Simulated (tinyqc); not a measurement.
Comparisons within one model: electrons shared among three sets of ellipsoidal valleys. A value that a table varies takes the place of the one given here.

F_j(eta) = (1/Gamma(j + 1)) integral_0^infinity x^j dx/(1 + exp(x - eta)), which tends to exp(eta) for eta << 0.

Sets Gamma, L, X: N_i = M_i times N = 2 (m kB T/(4 pi c))^(3/2) with c = hbar^2/2m0, in 1/angstrom^3; times 1e24 for 1/cm^3, m = (ml mt^2)^(1/3); n = sum_i N_i F_1/2((EF - dE_i)/kT), energies from the edge of the first set; mu_drift = sum of share times mobility.

Constants: hbar^2/2m0 = 3.80998211 eV angstrom^2; kB = 8.617333262e-05 eV/K.

Parameters, chosen for this exercise (masses and offsets near those of InP; mobilities are free inputs, held fixed; shifted at random, so the results belong to these values and not to a real crystal):
- dE = (0, 0.697, 0.901) eV (edges of Gamma, L, X above the first)
- M = (1, 4, 3) (valleys in each set)
- ml = (0.079, 1.829, 1.269) m0 (longitudinal masses of Gamma, L, X)
- mt = (0.079, 0.1251, 0.2587) m0 (transverse masses)
- mu = (5100, 600, 240) cm^2/(V s) (mobility of each set)
- n = 1.2e+19 1/cm^3 (total electron density)
- T = 300 K

## Transfer between valleys with temperature

Offsets, masses and mobilities are held fixed; n is fixed too, so the high values of T stand for hot electrons, not for the lattice.

Populations:

| T (K) | EF (eV) | share Gamma | share L | share X | mu_drift |
|---|---|---|---|---|---|
| 77 | 0.2418 | 1.0000 | 0.0000 | 0.0000 | 5100 |
| 150 | 0.2414 | 1.0000 | 0.0000 | 0.0000 | 5100 |
| 300 | 0.2396 | 1.0000 | 0.0000 | 0.0000 | 5100 |
| 450 | 0.2366 | 1.0000 | 0.0000 | 0.0000 | 5100 |
| 600 | 0.2320 | 0.9995 | 0.0005 | 0.0000 | 5098 |
| 900 | 0.2151 | 0.9839 | 0.0147 | 0.0014 | 5027 |
| 1200 | 0.1795 | 0.9106 | 0.0758 | 0.0136 | 4693 |
| 2000 | -0.0357 | 0.5177 | 0.3452 | 0.1370 | 2880 |

What does this show?

The share of Gamma goes from 1.000 to 0.518 and the mean mobility from 5100 to 2880 cm^2/(V s). Gamma holds more than L throughout. Where EF lies more than about 0.2 eV up a light valley, its parabolic form fails. The share of X is at most 0.14.

## Transfer between valleys with doping

Parabolic valleys; band tails and gap narrowing are left out.

Populations:

| n (1/cm^3) | EF (eV) | share Gamma | share L | share X | mu_drift |
|---|---|---|---|---|---|
| 1.0e+16 | -0.1038 | 1.0000 | 0.0000 | 0.0000 | 5100 |
| 1.0e+17 | -0.0428 | 1.0000 | 0.0000 | 0.0000 | 5100 |
| 1.0e+18 | 0.0311 | 1.0000 | 0.0000 | 0.0000 | 5100 |
| 3.0e+18 | 0.0895 | 1.0000 | 0.0000 | 0.0000 | 5100 |
| 1.0e+19 | 0.2116 | 1.0000 | 0.0000 | 0.0000 | 5100 |
| 3.0e+19 | 0.4444 | 1.0000 | 0.0000 | 0.0000 | 5100 |
| 1.0e+20 | 0.7356 | 0.6371 | 0.3625 | 0.0004 | 3467 |

What can be read from the table?

The share of Gamma goes from 1.000 to 0.637 and the mean mobility from 5100 to 3467 cm^2/(V s). Gamma holds more than L throughout. Where EF lies more than about 0.2 eV up a light valley, its parabolic form fails. The share of X is at most 0.00036.

## Moving the second set by strain or alloying

The second entry of dE is replaced by the values listed; a negative value puts that set lowest.

Populations:

| offset (eV) | EF (eV) | share Gamma | share L | share X | mu_drift |
|---|---|---|---|---|---|
| -0.100 | -0.1026 | 0.0009 | 0.9991 | 0.0000 | 604 |
| -0.050 | -0.0528 | 0.0058 | 0.9942 | 0.0000 | 626 |
| 0.000 | -0.0036 | 0.0318 | 0.9682 | 0.0000 | 743 |
| 0.025 | 0.0203 | 0.0634 | 0.9366 | 0.0000 | 885 |
| 0.050 | 0.0437 | 0.1109 | 0.8891 | 0.0000 | 1099 |
| 0.100 | 0.0885 | 0.2464 | 0.7536 | 0.0000 | 1709 |
| 0.150 | 0.1308 | 0.4175 | 0.5825 | 0.0000 | 2479 |
| 0.200 | 0.1696 | 0.6042 | 0.3958 | 0.0000 | 3319 |
| 0.300 | 0.2263 | 0.9197 | 0.0803 | 0.0000 | 4739 |

What can be read from the table?

The share of Gamma goes from 0.001 to 0.920 and the mean mobility from 604 to 4739 cm^2/(V s). Gamma and L hold equal numbers between offset = 0.15 and 0.2 eV. Where EF lies more than about 0.2 eV up a light valley, its parabolic form fails. The share of X is at most 8.5e-12. With Boltzmann statistics the first two sets are equal at kT ln(N_2/N_1) = 0.0883 eV; the crossing, if any, lies elsewhere because the electrons are degenerate and fill the set with fewer states high above its edge.

## What moves the populations

All else solved anew. Each row changes one parameter from the base and keeps the others.

Results:

| case | EF (eV) | share Gamma | share L | share X | mu_drift (cm^2/(V s)) |
|---|---|---|---|---|---|
| base | 0.2396 | 1.0000 | 0.0000 | 0.0000 | 5100 |
| T = 350 K | 0.2388 | 1.0000 | 0.0000 | 0.0000 | 5100 |
| n = 3.6e+19 1/cm^3 | 0.5021 | 0.9997 | 0.0003 | 0.0000 | 5099 |
| dE = (0, 0.5576, 0.901) eV | 0.2396 | 1.0000 | 0.0000 | 0.0000 | 5100 |
| mt = (0.079, 0.1501, 0.2587) m0 | 0.2396 | 1.0000 | 0.0000 | 0.0000 | 5100 |
| ml = (0.079, 2.1948, 1.269) m0 | 0.2396 | 1.0000 | 0.0000 | 0.0000 | 5100 |
| mu = (6120, 600, 240) cm^2/(V s) | 0.2396 | 1.0000 | 0.0000 | 0.0000 | 6120 |

What does this show?

The largest shifts from the base row, up to three for each result and ties (the steps differ in size, so this ranks the rows, not the parameters). EF (eV): n +0.2624, T -0.0009; unchanged at the printed digits by dE, mt, ml and mu. share Gamma: n -0.0003; unchanged at the printed digits by T, dE, mt, ml and mu. share L: n +0.0003; unchanged at the printed digits by T, dE, mt, ml and mu. share X: unchanged at the printed digits by T, n, dE, mt, ml and mu. mu_drift (cm^2/(V s)): mu +1020, n -1; unchanged at the printed digits by T, dE, mt and ml.

Computed by tinyqc, a small Python program: `OMP_NUM_THREADS=1 python tinyqc.py 1680527 1680528 out.jsonl` (the numbers bound the seed that draws the inputs); one thread of a shared host (Intel(R) Xeon(R) Processor @ 2.30GHz), about 0.01 s for the whole set of steps.
